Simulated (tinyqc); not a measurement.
Comparisons within one model: defect, radiative and Auger recombination at equal electron and hole densities (ABC model). A value that a table varies takes the place of the one given here.

J/(e d) = Ae n + B n^2 + C n^3 with Ae = A + 4 S/w (four side walls, carriers spread evenly), e = 1.602176634e-19 C, lengths in cm; internal efficiency IQE = B n^2/(Ae n + B n^2 + C n^3); all injected carriers recombine in the layer.

Parameters, chosen for this exercise (orders of magnitude like those quoted for Si; shifted at random, so the results belong to these values and not to a real crystal):
- A = 7200 1/s (defect rate)
- B = 6e-15 cm^3/s (radiative coefficient)
- C = 7.5e-31 cm^6/s (Auger coefficient)
- S = 4800 cm/s (recombination velocity of the side walls)
- w = 5500 micrometre (side of the square mesa)
- d = 190000 nm (active thickness)
- S2 = 1.6 cm/s (recombination velocity of the side walls in this comparison)
- J = 12 A/cm^2 (current density)

## Efficiency against current

The slope is d ln(B n^2)/d ln J = 2 (Ae + B n + C n^2)/(Ae + 2 B n + 3 C n^2).

Results:
```
J (A/cm^2)  n (1/cm^3)       IQE  slope  differential lifetime (ns)
0.060         4.68e+14  6.67e-05  2.000                    2.37e+04
0.20          1.56e+15  0.000222  1.999                    2.37e+04
0.90          7.01e+15  0.000997  1.995                    2.36e+04
4.0           3.06e+16   0.00427  1.929                    2.24e+04
20            1.22e+17    0.0135  1.403                    1.30e+04
60            2.34e+17    0.0166  1.007                    5.97e+03
2.0e+02       4.00e+17    0.0146  0.809                    2.46e+03
9.0e+02       7.05e+17    0.0101  0.717                         855
4.0e+03       1.19e+18   0.00644  0.686                         310
2.0e+04       2.05e+18   0.00384  0.673                         105
```

IQE peaks at 0.0166 for J = 61.8 A/cm^2, where the slope passes 1. It is 6.67e-05 at the lowest current and 0.00384 at the highest, a droop of 77 %. The slope runs from 2.00 to 0.67; its limits are 2 (defects alone), 1 (radiation alone) and 2/3 (Auger alone).

## Shrinking the mesa

S = S2; w takes the values listed.

Results:
```
w (micrometre)  Ae (1/s)  IQE_max  J at the peak (A/cm^2)  IQE at J
200             7.52e+03   0.0384                    4.77    0.0354
100             7.84e+03   0.0377                    5.07    0.0350
50              8.48e+03   0.0363                    5.70    0.0343
20              1.04e+04   0.0329                    7.71    0.0322
10              1.36e+04   0.0288                    11.5    0.0288
5               2.00e+04   0.0239                    20.4    0.0230
2               3.92e+04   0.0172                    55.5    0.0115
1               7.12e+04   0.0128                     135   0.00436
```

The walls equal the bulk defect rate at w = 4 S/A = 8.89 micrometre. From 200 to 1 micrometre the peak efficiency falls from 0.0384 to 0.0128 and moves to a current 28.4 times higher; at the fixed J the efficiency goes from 0.0354 to 0.00436. For large w diffusion to the walls, left out here, would limit the loss. Rows with w below the thickness of the layer describe needles rather than mesas and are formal.

## Spreading the carriers over a thicker layer

d is multiplied by the factor listed, at the same J.

Results:
```
factor  n (1/cm^3)  defect  radiative     Auger
0.10      3.23e+17   0.345     0.0159     0.639
0.20      2.34e+17   0.499     0.0166     0.485
0.50      1.38e+17   0.736     0.0145     0.249
1.0       8.26e+16   0.882     0.0104     0.107
2.0       4.49e+16   0.959    0.00614    0.0345
5.0       1.86e+16   0.991    0.00262   0.00608
10        9.33e+15   0.997    0.00133   0.00155
20        4.68e+15   0.999   0.000666  0.000389
```

The best factor listed is 0.2 (IQE 0.0166); the optimum factor equals J/J_peak = 0.194, a layer of 3.69e+04 nm, since only J/d matters and the peak value 0.0166 does not depend on d. A thicker layer trades Auger loss (0.639 to 0.000389) for defect loss (0.345 to 0.999).

## What moves the efficiency

IQE_max = Q/(Q + 2) with Q = B/sqrt(Ae C), reached at n = sqrt(Ae/C). Each row changes one parameter from the base and keeps the others.

Results:
```
case                 n (1/cm^3)       IQE  IQE_max  J at the peak (A/cm^2)
base                  8.260e+16   0.01039  0.01660                    61.8
A = 14400 1/s         7.330e+16  0.008178  0.01536                    78.2
B = 9e-15 cm^3/s      8.226e+16   0.01545  0.02470                    62.3
C = 1.5e-30 cm^6/s    7.670e+16  0.008955  0.01180                    43.5
d = 380000 nm         4.491e+16  0.006139  0.01660                     124
J = 36 A/cm^2         1.772e+17   0.01594  0.01660                    61.8
w = 2750 micrometre   4.979e+16  0.003773  0.01233                     152
```

The largest shifts from the base row, up to three for each result and ties (the steps differ in size, so this ranks the rows, not the parameters). n (1/cm^3): J +9.46e+16, d -3.77e+16, w -3.28e+16. IQE: w -0.00661, J +0.00555, B +0.00506. IQE_max: B +0.00810, C -0.00480, w -0.00427; unchanged at the printed digits by d and J. J at the peak (A/cm^2): w +90.4, d +61.8, C -18.3; unchanged at the printed digits by J.

Computed by tinyqc, a small Python program: `OMP_NUM_THREADS=1 python tinyqc.py 1682409 1682410 out.jsonl` (the numbers bound the seed that draws the inputs); one thread of a shared host (Intel(R) Xeon(R) Processor @ 2.30GHz), about 0.01 s for the whole set of steps.
